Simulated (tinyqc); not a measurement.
Worked calculation: nanosheet or nanowire with hard walls, valleys of the Ge type. Values are carried at full precision from step to step, so a last printed digit may differ when a step is redone from the rounded ones.

Four ellipsoidal valleys along <111>: inverse mass tensor w = 1/mt + (1/ml - 1/mt) a a^T with a the unit axis. Device axes: x along the channel, z = [001], y = z x x. The Gamma and Delta valleys are left out; the heavy Delta valleys, about 0.18 eV up, lie lowest once the L levels pass about 0.2 eV.

Constants: hbar^2/2m0 = 3.80998211 eV angstrom^2; hbar = 6.58211957e-16 eV s; e^2/h = 3.874045865e-05 S; kB = 8.617333262e-05 eV/K.

Values chosen for the exercise (near those of Ge; not measured data): ml = 1.59 m0 (longitudinal mass); mt = 0.083 m0 (transverse mass); channel = 110 (transport direction x on a (001) wafer); W = 45 angstrom (width, along y); H = 78 angstrom (height, along z = [001]); dE = 0.115 eV (EF above the lowest subband edge); T = 350 K (temperature); g_all = 4 (number of valleys).

## Valley masses for a [110] channel

Rotate w into the device axes and group equal valleys (|w_yz| counts); order by w_zz, then w_yy. 1/m_x = w_xx - w_xc w_c^-1 w_cx with c the block (y, z).

Valleys:
```
group  valleys g     w_yy    w_zz  |w_yz|  m_x (m0)
A              2   4.4354  8.2418  5.3831    0.0830
B              2  12.0482  8.2418  0.0000    1.0877
```

The lightest transport mass, 0.083 m0, belongs to group A.

## One-dimensional subbands

Hard walls around a W x H rectangle. The block w_c of w in (y, z) confines; the transport mass follows from 1/m_x = w_xx - w_xc w_c^-1 w_cx. The cross-section problem c (w_yy ky^2 + 2 w_yz ky kz + w_zz kz^2), c = hbar^2/2m0, is solved in products sin(n pi y/W) sin(l pi z/H), n, l = 1 to 12; if w_yz = 0 the levels are c pi^2 (w_yy n^2/W^2 + w_zz l^2/H^2). The w_yz term couples (n, l) to (n', l') by -2 c w_yz D_nn'(W) D_ll'(H) with D_nm(L) = 4 n m/(L (n^2 - m^2)) for n + m odd and 0 otherwise.

The ten lowest levels of all groups together, numbered within each group.

Subbands:
```
label  valleys g  m_x (m0)  E (eV)
A1             2    0.0830  0.1050
A2             2    0.0830  0.1609
A3             2    0.0830  0.2253
B1             2    1.0877  0.2747
A4             2    0.0830  0.2916
A5             2    0.0830  0.3666
A6             2    0.0830  0.3681
B2             2    1.0877  0.4275
A7             2    0.0830  0.4514
A8             2    0.0830  0.4633
```

The lowest subband is A1; the number of further ones in the list within kB T = 30.2 meV of it at 350 K is 0.

## Modes, density and velocity at zero temperature

With EF = E_lowest + dE, each subband below EF has k_F = sqrt(m_x (EF - E)/c), carries n = 2 g k_F/pi electrons per length (spin included), moves at v = 2 c k_F/(hbar m_x) and adds 2 g e^2/h to the ballistic conductance; c = hbar^2/2m0, 1 angstrom/s = 1e-8 cm/s.

Occupied subbands:
```
label  k_F (1/angstrom)  n (1/nm)  v (1e7 cm/s)
A1               0.0501     0.637          6.98
A2               0.0359     0.457          5.01
```

total n = 1.094 1/nm
ballistic conductance = 309.9 microsiemens

EF lies below the last listed level, so the count is complete for these valleys (other families, and non-parabolicity above about 0.2 eV, are left out): 2 subbands with 4 valley modes. The Fermi velocity, averaged with the densities as weights, is 6.16 x 1e7 cm/s; the mean over all filled states moving one way is half of it.

## Threshold shift from confinement

Without degeneracy the line density is N1 exp((EF - Ec)/kB T) with N1 = sum 2 g sqrt(m_x kB T/(4 pi c)) exp(-E/kB T), here over n, l up to 80 where w_yz = 0 and over all levels of a 12 x 12 sine basis otherwise; the classical value is W H Nc with Nc = 2 g_all (m_dos kB T/(4 pi c))^(3/2), m_dos = (ml mt^2)^(1/3); dVt = kB T ln(W H Nc/N1).

Form N1, W H Nc and dVt.

N1 = 0.01058 1/nm
W H Nc = 0.4647 1/nm
dVt = 114.1 mV

## Checks

- Lowest level of group A on a 40 x 40 difference grid against the sine basis, eV: both 0.105.

Program tinyqc; command `OMP_NUM_THREADS=1 python tinyqc.py 1280283 1280284 out.jsonl`; about 0.3 s on one thread of a shared Intel(R) Xeon(R) Processor @ 2.30GHz.
